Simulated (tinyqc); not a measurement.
# Strained alloy layer of GaSb and GaAs on (001) InP, model-solid band line-up: gaps, strain and offsets against composition

The layer is x parts of the first compound and 1 - x of the second, grown coherently on the third as substrate and barrier. Rows of the table: lattice constant a, average valence level Ea on an absolute scale, spin-orbit splitting so, gaps at Gamma, X and L, hydrostatic deformation potentials av and ac (Gamma), shear potential b, elastic constants, electron and heavy-hole (along z) masses. All are interpolated linearly in x; gaps get -C x (1 - x), taken wholly in the conduction band; real line-ups can differ from this model by 0.1 eV or more.

In-plane strain e = (a_substrate - a)/a, e_z = -2 (c12/c11) e, volume change 2 e + e_z. With v = 2 e + e_z and d = 2 b (e_z - e): Eav = Ea + av v; E_hh = Eav + so/3 - d/2; E_lh = Eav - so/6 + d/4 + sqrt(so^2 + so d + 9 d^2/4)/2; E_c = Ea + so/3 + EG + ac v (Gamma). Substrate: E_v = Ea + so/3, E_c = E_v + EG. Well depths: dEc = E_c(substrate) - E_c, dEhh = E_hh - E_v(substrate), dElh likewise; strained Gamma gap E_c - max(E_hh, E_lh); positive values confine carriers in the layer. Matthews-Blakeslee for 60-degree dislocations in a single layer: hc = k (ln(hc/bv) + 1), k = bv (1 - nu/4)/(4 pi |e| (1 + nu)), nu = c12/(c11 + c12), bv = a/sqrt(2); the larger root. The valence offset is the larger of dEhh and dElh; a dash marks |e| under 0.02 % or no root.

Inputs (values chosen for the exercise): bowing of the Gamma gap CG = 1.43 eV; bowing of the X gap CX = 1.2 eV; bowing of the L gap CL = 1.2 eV.

Binary compounds, values chosen for the exercise:
```
	close to GaSb	close to GaAs	close to InP
a (angstrom)	6.096	5.653	5.869
Ea (eV)	-6.25	-6.92	-7.04
so (eV)	0.764	0.336	0.109
EG (eV)	0.723	1.44	1.35
EX (eV)	1.02	1.91	2.17
EL (eV)	0.821	1.72	1.95
av (eV)	0.797	1.17	1.25
ac (eV)	-6.81	-7.2	-5.01
b (eV)	-2	-1.71	-1.69
c11 (GPa)	87.3	119	99.6
c12 (GPa)	39.9	54.6	55.4
me (m0)	0.0393	0.0673	0.081
mh (m0)	0.252	0.352	0.526
```

Results:
```
x	e (%)	relaxed Gamma gap (eV)	lower of X and L gaps (eV)	strained Gamma gap (eV)	E_hh - E_lh (meV)	dEc (eV)	valence offset (eV)	hc (nm)
0.25	1.8261	0.99262	1.2703	0.75350	-139.76	0.099010	0.49749	4.13
0.31	1.3586	0.91185	1.1846	0.73689	-102.13	0.094739	0.51837	6.27
0.38	0.81871	0.83063	1.0957	0.72732	-60.198	0.077440	0.54524	12.3
0.44	0.36047	0.77217	1.0288	0.72749	-25.987	0.052047	0.57046	34.8
0.5	-0.093625	0.72400	0.97050	0.72878	6.6152	0.016892	0.60433	174
0.56	-0.54363	0.68613	0.92088	0.71343	37.640	-0.028033	0.66460	21.1
0.69	-1.5049	0.63939	0.84301	0.71235	99.781	-0.15892	0.79657	5.61
0.75	-1.9423	0.63413	0.82075	0.72672	126.33	-0.23483	0.85811	3.92
```

Estimate the missing row, x = 0.62.

Computed row:
```
x	e (%)	relaxed Gamma gap (eV)	lower of X and L gaps (eV)	strained Gamma gap (eV)	E_hh - E_lh (meV)	dEc (eV)	valence offset (eV)	hc (nm)
0.62	-0.98960	0.65855	0.87990	0.70746	67.150	-0.082734	0.72527	9.82
```

With this row back in the table: The relaxed Gamma gap falls from 0.993 to 0.634 eV and the strained one moves up and down between 0.707 and 0.754 eV. The lattice matches the substrate at x = 0.488; the heavy hole is on top where the layer is compressed (e < 0) and the light hole where it is stretched. dEc falls from 0.0990 to -0.235 eV and the valence offset rises from 0.497 to 0.858 eV. At the largest strain listed, -1.94 %, strain changes the gap by 92.6 meV.

Computed by the program tinyqc: `OMP_NUM_THREADS=1 python tinyqc.py 2690045 2690046 out.jsonl`, one thread of a shared Intel Xeon 2.30GHz, about 0.01 s for the whole run.
